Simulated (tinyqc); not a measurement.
From a target to a composition: virtual-crystal alloy in the empirical-pseudopotential method. Five cases, with inputs chosen for the exercise.

Problem. The gap from the valence top to the fifth band at L = (1/2,1/2,1/2) is given; it is monotonic in x. Find x.

Empirical pseudopotential on the fcc lattice, atoms at +/- tau, tau = a (1,1,1)/8, no spin-orbit coupling. H(G,G') = c (2 pi/a)^2 |k + G|^2 delta + VS(q) cos(q.tau) + i VA(q) sin(q.tau), q = G - G', c = hbar^2/2m0; k and G in units of 2 pi/a; VS at |q|^2 = 3, 8, 11 and VA at 3, 4, 11, in rydberg, zero elsewhere. At each k the basis holds all G with |k + G|^2 up to 16; energies are counted from the fourth level at Gamma.

Virtual crystal A(1-x)B(x): a = (1 - x) a_A + x a_B. Rule linear: V = (1 - x) V_A + x V_B. Rule volume: V = [(1 - x) a_A^3 V_A + x a_B^3 V_B]/a^3, since a form factor is an atomic potential divided by the cell volume.

Constants: hbar^2/2m0 = 3.80998211 eV angstrom^2; Ry = 13.60569312 eV.

Case 1.

Values chosen (classic local form factors of the size used for Si (A) and Ge (B), which place X and L only to a few tenths of an eV; not measured data): a = (5.44, 5.65) angstrom (lattice constants of A, B); VSA = (-0.214, 0.039, 0.081) Ry (symmetric form factors of A); VAA = (0, 0, 0) Ry (antisymmetric form factors of A); VSB = (-0.234, 0.01, 0.061) Ry (symmetric form factors of B); VAB = (0, 0, 0) Ry (antisymmetric form factors of B); rule = volume (mixing rule).

gap to L = 1.57092 eV

Case 2.

Values chosen (classic local form factors of the size used for Si (A) and Ge (B), which place X and L only to a few tenths of an eV; not measured data): a = (5.425, 5.656) angstrom (lattice constants of A, B); VSA = (-0.215, 0.041, 0.08) Ry (symmetric form factors of A); VAA = (0, 0, 0) Ry (antisymmetric form factors of A); VSB = (-0.235, 0.01, 0.061) Ry (symmetric form factors of B); VAB = (0, 0, 0) Ry (antisymmetric form factors of B); rule = volume (mixing rule).

gap to L = 1.47873 eV

Case 3.

Values chosen (classic local form factors of the size used for GaP (A) and InP (B), which place X and L only to a few tenths of an eV; not measured data): a = (5.442, 5.869) angstrom (lattice constants of A, B); VSA = (-0.215, 0.029, 0.069) Ry (symmetric form factors of A); VAA = (0.119, 0.069, 0.021) Ry (antisymmetric form factors of A); VSB = (-0.235, 0.009, 0.061) Ry (symmetric form factors of B); VAB = (0.072, 0.049, 0.011) Ry (antisymmetric form factors of B); rule = linear (mixing rule).

gap to L = 2.38043 eV

Case 4.

Values chosen (classic local form factors of the size used for GaAs (A) and GaP (B), which place X and L only to a few tenths of an eV; not measured data): a = (5.65, 5.43) angstrom (lattice constants of A, B); VSA = (-0.231, 0.009, 0.06) Ry (symmetric form factors of A); VAA = (0.069, 0.049, 0.01) Ry (antisymmetric form factors of A); VSB = (-0.223, 0.031, 0.07) Ry (symmetric form factors of B); VAB = (0.119, 0.072, 0.02) Ry (antisymmetric form factors of B); rule = linear (mixing rule).

gap to L = 2.38297 eV

Case 5.

Values chosen (classic local form factors of the size used for Si (A) and Ge (B), which place X and L only to a few tenths of an eV; not measured data): a = (5.426, 5.652) angstrom (lattice constants of A, B); VSA = (-0.206, 0.041, 0.08) Ry (symmetric form factors of A); VAA = (0, 0, 0) Ry (antisymmetric form factors of A); VSB = (-0.234, 0.009, 0.061) Ry (symmetric form factors of B); VAB = (0, 0, 0) Ry (antisymmetric form factors of B); rule = linear (mixing rule).

gap to L = 1.62974 eV

Find: x; a.

Solution.

Case 1.

x = 0.35
a = 5.513 angstrom

Bisect on x between the ends, where the gap to L is 1.887 and 0.998 eV; a straight line between them would give x = 0.36.

Case 2.

x = 0.46
a = 5.531 angstrom

Bisect on x between the ends, where the gap to L is 1.890 and 1.016 eV; a straight line between them would give x = 0.47.

Case 3.

x = 0.13
a = 5.498 angstrom

Bisect on x between the ends, where the gap to L is 2.413 and 2.034 eV; a straight line between them would give x = 0.09.

Case 4.

x = 0.74
a = 5.487 angstrom

Bisect on x between the ends, where the gap to L is 1.622 and 2.625 eV; a straight line between them would give x = 0.76.

Case 5.

x = 0.23
a = 5.478 angstrom

Bisect on x between the ends, where the gap to L is 1.806 and 0.976 eV; a straight line between them would give x = 0.21.

Computed by tinyqc, one run a case: `OMP_NUM_THREADS=1 python tinyqc.py N N+1 out.jsonl` with N = 1080367, 1080454, 1080456, 1080461, 1080472; one thread of a shared Intel(R) Xeon(R) Processor @ 2.30GHz, about 0.2 s a run at most.
